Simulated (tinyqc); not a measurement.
Worked calculation: Slater-Koster d bands of a bcc metal. Values are carried at full precision from step to step, so a last printed digit may differ when a step is redone from the rounded ones.

Slater-Koster d bands. For a bond with direction cosines (l, m, n) the 5 x 5 block is dds Ps + ddp Pp + ddd (1 - Ps - Pp), the projectors on sigma, pi and delta states about the bond; for instance <xy|xy> = 3 l^2 m^2 dds + (l^2 + m^2 - 4 l^2 m^2) ddp + (n^2 + l^2 m^2) ddd, <xy|yz> = 3 l m^2 n dds + l n (1 - 4 m^2) ddp + l n (m^2 - 1) ddd and <3z2-r2|3z2-r2> = (n^2 - (l^2 + m^2)/2)^2 dds + 3 n^2 (l^2 + m^2) ddp + (3/4)(l^2 + m^2)^2 ddd. H(k) sums the blocks times cos(k.R) over the neighbours; the d level is the zero of energy; k in 2 pi/a.

Values chosen for the exercise (of the size met in Nb; shifted at random, so the results belong to these values and not to a real crystal): dds = -1.248 eV (dd sigma); ddp = 0.587 eV (dd pi); ddd = -0.137 eV (dd delta); f2 = 0.5 (factor on all three integrals for second neighbours); k = (0.69, 0.25, 0) 2 pi/a (wave vector); Nd = 4 (d electrons per atom).

## The block of one bond

Direction (1,1,1)/sqrt3; its eigenvalues must be dds once, ddp twice and ddd twice.

block (eV), rows xy, yz, zx, x2-y2, 3z2-r2 and columns alike:
```
[[-0.3464, -0.4508, -0.4508, 0, -0.2787],
 [-0.4508, -0.3464, -0.4508, -0.2413, 0.1393],
 [-0.4508, -0.4508, -0.3464, 0.2413, 0.1393],
 [0, -0.2413, 0.2413, 0.3457, 0],
 [-0.2787, 0.1393, 0.1393, 0, 0.3457]]
```

## Levels at Gamma

Neighbours: eight at (a/2)(1,1,1) and equivalents, and six at a(1,0,0) and equivalents with the integrals times f2.

Summing the blocks at k = 0 gives E(t2g) = (8/3) dds + (16/9) ddp + (32/9) ddd + f2 (4 ddp + 2 ddd), E(eg) = (16/3) ddp + (8/3) ddd + f2 (3 dds + 3 ddd).

levels (eV): t2g (threefold) -1.7346, eg (twofold) 0.6878

The t2g level lies lower, by 2.4224 eV.

## The Hamiltonian at one k

Sum over the neighbours.

H(k) (eV), rows xy, yz, zx, x2-y2, 3z2-r2 and columns alike:
```
[[0.7485, 0, 0, 0, 1.3038],
 [0, 1.7390, 2.1090, 0, 0],
 [0, 2.1090, 1.4725, 0, 0],
 [0, 0, 0, -0.8789, -0.1771],
 [1.3038, 0, 0, -0.1771, -2.1944]]
```

## Levels and character

Diagonalise H; t2g is xy, yz, zx and eg the other two.

levels (eV): [-2.7040, -0.8657, -0.5075, 1.2449, 3.7190]

weights, rows t2g, eg; columns band 1, band 2, band 3, band 4, band 5:
```
[[0.124, 0.004, 1.000, 0.873, 1.000],
 [0.876, 0.996, 0.000, 0.127, 0.000]]
```

## Levels at points of symmetry

Coordinates: G (0, 0, 0), H (1, 0, 0), N (0.5, 0.5, 0), P (0.5, 0.5, 0.5); the others lie half way.

Levels (eV):
```
k        band 1  band 2  band 3  band 4  band 5
G        -1.735  -1.735  -1.735   0.688   0.688
G-H 0.5  -1.804  -0.137  -0.137   0.418   1.311
H        -4.843  -4.843   3.809   3.809   3.809
N        -3.469  -3.138   1.409   1.804   3.743
P        -1.037  -1.037  -1.037   2.078   2.078
P-G 0.5  -2.521  -2.521   1.244   1.244   1.570
G-N 0.5  -2.602  -2.083   0.695   1.004   1.246
```

On these points the bands run from -4.843 (H) to 3.809 eV (H).

## Second moment and the rectangular band

mu2 = z (dds^2 + 2 ddp^2 + 2 ddd^2)/5 per orbital, with z = 8 + 6 f2^2. A rectangular band with the same mu2 has width W = sqrt(12 mu2), Fermi level W (Nd/10 - 1/2) and bond energy -W Nd (10 - Nd)/20 (Friedel).

mu2 = 4.3399 eV^2
W = 7.2166 eV
Fermi level = -0.7217 eV
bond energy per atom = -8.6599 eV

The bond energy is the attractive part alone; the repulsion between atoms, left out, cancels a large share of it in the cohesive energy.

## Checks

- Levels at Gamma from the formulas against H(0): they agree to 1e-10 or better.
- Second moment from the formula against the mean square level on the mesh: both 4.33994.

Computed by tinyqc, a small Python program: `OMP_NUM_THREADS=1 python tinyqc.py 1482820 1482821 out.jsonl` (the numbers bound the seed that draws the inputs); one thread of a shared host (Intel(R) Xeon(R) Processor @ 2.30GHz), about 0.05 s for the whole set of steps.
